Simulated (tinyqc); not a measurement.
From results back to parameters: two electrons on one impurity (helium-like model). Five cases, with inputs chosen for the exercise.

Problem. With equal orbitals the first electron is bound by Ha* Z^2/2 and the second by Ha* [(Z - 5/16)^2 - Z^2/2]. Both were computed from hidden Z and Ha*.

Find: (Z - 5/16)/Z; Z; Ha*.

Method. The sum of the two over twice the first is ((Z - 5/16)/Z)^2.

Case 1.

binding of the first and second electron (meV): 116.4751  49.3654

Solution.

(Z - 5/16)/Z = 0.8438
Z = 2.00
Ha* = 58.2 meV

Case 2.

binding of the first and second electron (meV): 92.9009  14.3096

Solution.

(Z - 5/16)/Z = 0.7596
Z = 1.30
Ha* = 109.9 meV

Case 3.

binding of the first and second electron (meV): 117.6795  49.8759

Solution.

(Z - 5/16)/Z = 0.8438
Z = 2.00
Ha* = 58.8 meV

Case 4.

binding of the first and second electron (meV): 70.0814  17.7637

Solution.

(Z - 5/16)/Z = 0.7917
Z = 1.50
Ha* = 62.3 meV

Case 5.

binding of the first and second electron (meV): 503.4497  316.3922

Solution.

(Z - 5/16)/Z = 0.9023
Z = 3.20
Ha* = 98.3 meV

Computed by tinyqc, one run a case: `OMP_NUM_THREADS=1 python tinyqc.py N N+1 out.jsonl` with N = 1250004, 1250023, 1250103, 1250153, 1250264; one thread of a shared Intel(R) Xeon(R) Processor @ 2.30GHz, about 0.07 s a run at most.
